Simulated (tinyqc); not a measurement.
Angle series: uniform film or islands? Model: X-ray photoelectron analysis of a thin oxide on a semiconductor: attenuation lengths, thickness, angle series and band offsets. Computed by tinyqc, a small Python program. Command: `OMP_NUM_THREADS=1 python tinyqc.py 3113705 3113706 out.jsonl xps walk`. One thread of a shared host (Intel(R) Xeon(R) Processor @ 2.30GHz), about 0.01 s of CPU time with the checks.

The same element is seen in the oxide and in the substrate, at nearly the same kinetic energy; films are flat and uniform, and the work function is ignored.

Inputs (values chosen for the exercise, modelled on SiO2 on silicon):

| quantity | value | unit |
|---|---|---|
| photon energy | 1486.6 | eV |
| binding energy of the core level | 99.4 | eV |
| oxide density | 2.19 | g/cm^3 |
| oxide formula mass | 60.08 | g/mol |
| valence electrons per oxide formula | 16 | - |
| oxide gap | 8.73 | eV |
| substrate density | 2.33 | g/cm^3 |
| substrate formula mass | 28.09 | g/mol |
| valence electrons per substrate formula | 4 | - |
| substrate gap | 1.12 | eV |
| oxide thickness d | 1.1 | nm |
| emission angle from the normal | 30 | degrees |
| attenuation length over inelastic mean free path | 0.94 | - |
| carbon overlayer | 0.041 | nm |

Method:
- TPP-2M: lambda = E/(E_p^2 [b ln(c E) - C/E + D/E^2]) in angstrom, E_p = 28.8 sqrt(N_v rho/M), b = -0.10 + 0.944/sqrt(E_p^2 + E_g^2) + 0.069 rho^0.1, c = 0.191/sqrt(rho), U = N_v rho/M, C = 1.97 - 0.91 U, D = 53.4 - 20.8 U, with E = photon energy less binding energy in eV.
- Attenuation length L = factor x lambda.
- R_0 = (rho_o/M_o) L_o/((rho_s/M_s) L_s); peak ratio R = I_ox/I_sub = R_0 [exp(d/(L_o cos theta)) - 1]; hence d = L_o cos theta ln(1 + R/R_0). A carbon layer weakens both peaks alike, by exp(-d_C/(L_o cos theta)) if its L is taken equal to L_o. This R_0 leaves out intrinsic losses from the substrate peak, so calibrated values can be larger.
- Islands: half of the surface carries 2 d and half none, R = R_0 (1/2)(1 - t)/(1/2 + t/2) with t = exp(-2 d/(L_o cos theta)); the apparent thickness is read with the uniform formula.

R_0 = 0.548899

L in the oxide = 3.62773 nm

Against the angle:

| theta (degrees) | R, uniform | R, islands | apparent d, islands (nm) |
|---|---|---|---|
| 0 | 0.1944 | 0.16152 | 0.93572 |
| 20 | 0.2090 | 0.17122 | 0.92552 |
| 35 | 0.2459 | 0.19438 | 0.90090 |
| 45 | 0.2939 | 0.22194 | 0.87104 |
| 55 | 0.3824 | 0.26586 | 0.82186 |
| 65 | 0.5759 | 0.33776 | 0.73522 |
| 75 | 1.2224 | 0.45271 | 0.56472 |

What follows from these numbers?

A uniform film gives d = 1.1 nm at every angle. The island film of the same volume reads 0.936 nm at normal emission and 0.565 nm at 75 degrees; its ratio cannot pass R_0, since the bare half always shows the substrate.

Extremes, crossings and ranges named in words are read from the listed rows.
